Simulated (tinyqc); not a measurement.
Thin-body transistor below threshold, two-dimensional Poisson equation on a small mesh: one step of the calculation.

A thin body on a thick buried insulator of low permittivity, taken as carrying no normal field at the bottom of the body (row 0). Mobile charge is neglected (subthreshold), the body is fully depleted, and potentials are counted from the intrinsic level; rows run upward to the gate, columns from source to drain.

Problem. Barrier, swing and barrier lowering. The barrier is read along row 0, the path farthest from the gate. Take the node j of lowest psi: barrier Vbi - psi_j; swing Vt ln 10/(d psi_j/dVg); DIBL = (d psi_j/dVd)/(d psi_j/dVg). The derivatives solve the same equations with s = 0 and a unit change of that voltage.

Values chosen for this exercise:
- T = 325 K (temperature)
- Vbi = 0.6 V (potential of the source)

Constants: q = 1.602176634e-19 C, kB = 1.380649e-23 J/K, Vt = kB T/q. Results are converted to the units shown.

converged psi (V):
```
             j=0        j=1        j=2        j=3        j=4
row 0  0.6000000  0.2188603  0.1587815  0.3907892  1.1000000
row 1  0.6000000  0.2099722  0.1511973  0.3748748  1.1000000
row 2  0.6000000  0.1823908  0.1293118  0.3249494  1.1000000
row 3  0.0000000  0.0000000  0.0000000  0.0000000  0.0000000
```

d psi/dVg on row 0: j=0 0.00000000, j=1 0.56684362, j=2 0.72072947, j=3 0.56684362, j=4 0.00000000
d psi/dVd on row 0: j=0 0.0000000, j=1 0.0446492, j=2 0.1396353, j=3 0.3885072, j=4 1.0000000

Wanted: j; barrier; swing; DIBL.

Solution.

j = 2
barrier = 0.4412 V
swing = 89.47 mV/decade
DIBL = 193.7 mV/V

Program tinyqc, `OMP_NUM_THREADS=1 python tinyqc.py 2480146 2480147 out.jsonl`; Intel Xeon 2.30GHz, shared host, one thread, about 0.1 s.
